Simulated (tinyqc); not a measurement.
A ladder of methods, and size consistency: correlation methods against full CI in the cc-pvdz basis, for He, spin multiplicity 1. Computed by the program tinyqc with PySCF. Command: `OMP_NUM_THREADS=1 python tinyqc.py 111455 111456 out.jsonl`; one thread of a shared host (Intel(R) Xeon(R) Processor @ 2.60GHz), about 0.4 s.

Geometry (angstrom):
```
atom       x       y       z
He    0.0000  0.0000  0.0000
```

RHF energy of one = -2.855160 hartree

All electrons correlated; +Q is the Davidson correction (1 - c0^2) E_corr. The last columns treat two copies 100 angstrom apart as one system. FCI is the lowest singlet.

Correlation energies (hartree):
```
method   E_corr of one  share of FCI (%)  E_corr of two at 100 angstrom  two minus twice one (mhartree)
MP2           -0.02583            79.633                       -0.05166                           0.000
CISD          -0.03243           100.000                       -0.06440                           0.464
CISD+Q        -0.03267           100.726                       -0.06532                           0.020
CCSD          -0.03243           100.000                       -0.06487                           0.000
CCSD(T)       -0.03243           100.000                       -0.06487                           0.000
FCI           -0.03243           100.000                              -                               -
```

MP2 recovers 80 %, CISD 100.0 % and CCSD 100.0 % of the FCI value (c0^2 = 0.993 in CISD). MP2 and coupled cluster are size consistent, so their last column vanishes; CISD loses 0.46 mhartree, since a double excitation on each copy is a quadruple of the pair, and the Davidson correction leaves +0.02. With two electrons, or one virtual orbital, CISD and CCSD are exact for one copy, so +Q overshoots there.
